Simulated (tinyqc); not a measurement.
# Changing the density rho_2

Model: longitudinal sound in a periodic multilayer: transfer matrices, stop bands and folded phonons. Computed by tinyqc, a small Python program. Command: `OMP_NUM_THREADS=1 python tinyqc.py 3029714 3029715 out.jsonl multilayer sweep`. One thread of a shared host (Intel(R) Xeon(R) Processor @ 2.30GHz), about 0.01 s of CPU time with the checks.

Layers 1 and 2 repeat with period d = d_1 + d_2; waves travel normal to the layers, without loss. State vector (u, s): displacement u and stress divided by omega. Impedances Z = rho v are in 1e6 kg/(m^2 s).

Inputs (values chosen for the exercise, modelled on gallium nitride (layer 1), aluminium nitride (layer 2) and gallium arsenide (substrate)):
```
quantity            value    unit
density rho_1        6.26  g/cm^3
velocity v_1         7920     m/s
thickness d_1        3.29      nm
velocity v_2        10800     m/s
thickness d_2        4.37      nm
substrate density    5.33  g/cm^3
substrate velocity   4820     m/s
periods N               5       -
```

Method:
- Z = rho v; interface reflection r = (Z_2 - Z_1)/(Z_2 + Z_1) (stress amplitude, from 1 into 2); Bragg frequency f_B = 1/[2 (d_1/v_1 + d_2/v_2)]; long-wave velocity v_eff = d/sqrt[(d_1/v_1)^2 + (d_2/v_2)^2 + (Z_1/Z_2 + Z_2/Z_1)(d_1/v_1)(d_2/v_2)].
- A layer maps (u, s) by [[cos p, sin p/Z], [-Z sin p, cos p]], p = 2 pi f d_i/v_i; one period is M = M_2 M_1, and cos(q d) = trace(M)/2.
- For N periods A = M^N. A wave comes from a thick layer of material 1 and leaves into the substrate (Z_s): transmitted power T = 4 Z_1 Z_s/|Z_1 A_22 + Z_s A_11 - i (Z_1 Z_s A_12 - A_21)|^2, reflected power R = 1 - T.
- Gap m contains m f_B; its edges, where trace(M)/2 = (-1)^m, are found by root search. Weak-contrast estimate of the width: (4 f_B/pi) |r sin(m pi a)|, a = (d_1/v_1)/(d_1/v_1 + d_2/v_2).

One run for each value; columns: (1) density rho_2 (g/cm^3); (2) width/f_B (%); (3) transmitted power at f_B; (4) interface reflection r; (5) long-wave velocity v_eff (m/s):
```
(1)       (2)         (3)      (4)     (5)
5.05     6.07  5.5505e-01  0.04765  9330.5
7.10    27.54  2.6145e-02  0.21464  9123.4
9.99    48.29  8.7121e-04  0.37031  8677.1
14.10   67.94  2.7797e-05  0.50877  8041.9
19.80   85.70  9.3267e-07  0.62357  7302.8
27.80  101.68  3.1338e-08  0.71654  6516.1
39.20  115.99  1.0087e-09  0.79034  5723.3
55.10  128.38  3.3513e-11  0.84618  4978.1
```

Over the rows, width/f_B (%) rises from 6.07 to 128 (exponent d ln y / d ln x 4.4 between the first rows and 0.30 between the last); transmitted power at f_B falls from 0.555 to 3.35e-11 (exponent d ln y / d ln x -9.0 between the first rows and -10.0 between the last); interface reflection r rises from 0.0476 to 0.846 (exponent d ln y / d ln x 4.4 between the first rows and 0.20 between the last). Contrast widens the gap and deepens it; it also slows long waves, since the soft layer sets the stiffness and the heavy one the mass.

Caution (all rows): at these frequencies damping, strong in glasses, and rough interfaces, both left out here, can weaken the stop bands; layers only a few atoms thick are also beyond continuum acoustics. Caution (rows 19.8, 27.8, 39.2, 55.1): so small a transmitted power at f_B holds only for perfect layers and strictly normal incidence.
